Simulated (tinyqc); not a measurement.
Surface potential of a MOS transistor: implicit equation and explicit approximations: two steps of the calculation.

p-type body, charge-sheet picture, depletion and inversion only, full ionisation (an idealisation for deep acceptors), Boltzmann statistics (rough once Na exp(x - xn) passes about Nc/7). In units of Vt: xg = (Vg - Vfb)/Vt, x = psi/Vt, G = gamma/sqrt(Vt), xn = (2 phiF + Vc)/Vt. The implicit equation is (xg - x)^2 = G^2 [x - 1 + exp(x - xn)] for x above about 3. Cox = eps0 eox/tox.

Inputs (values chosen for the exercise); band and dielectric values close to those of silicon:

| symbol | value | unit | meaning |
|---|---|---|---|
| T | 300 | K | temperature |
| Eg | 1.12 | eV | band gap |
| eps_r | 11.5 |  | relative permittivity |
| Nc | 2.75e19 | cm^-3 | conduction-band density of states at T |
| Nv | 2.62e19 | cm^-3 | valence-band density of states at T |
| eox | 24.5 |  | relative permittivity of the gate insulator (close to zirconium oxide) |
| tox | 25 | nm | insulator thickness |
| Na | 4.9e17 | cm^-3 | acceptor density |
| Vfb | -0.46 | V | flat-band voltage |
| Vc | 0.5 | V | channel-body voltage |
| Vg | 1.68 | V | gate-body voltage |

Constants: q = 1.602176634e-19 C, kB = 1.380649e-23 J/K, Vt = kB T/q, eps0 = 8.8541878128e-14 F/cm where lengths are in cm. Results are converted to the units shown.

Task 1. Scales. ni = sqrt(Nc Nv) exp(-Eg/(2 Vt)), Eg in volts; phiF = Vt ln(Na/ni); gamma = sqrt(2 q eps0 eps_r Na)/Cox; VT = Vfb + Vt (xn + G sqrt(xn - 1)).

Wanted: phiF; gamma; G; xn; VT; xg.

Result 1.

phiF = 0.4565 V
gamma = 0.4608 V^0.5
G = 2.866
xn = 54.66
VT = 1.496 V
xg = 82.78

Task 2. New x. D = exp(x - xn), f = (xg - x)^2 - G^2 (x - 1 + D), f' = -2 (xg - x) - G^2 (1 + D), x(new) = x - f/f'.

x after iteration 2 = 57.668513
G = 2.8659568
xn = 54.657753
xg = 82.778896

Find: D; f; f'; x after iteration 3.

Result 2.

D = 20.30
f = -1.689
f' = -225.2
x after iteration 3 = 57.66

tinyqc, about 0.01 s, one thread, Intel Xeon 2.30GHz (shared host): `OMP_NUM_THREADS=1 python tinyqc.py 2122055 2122056 out.jsonl`
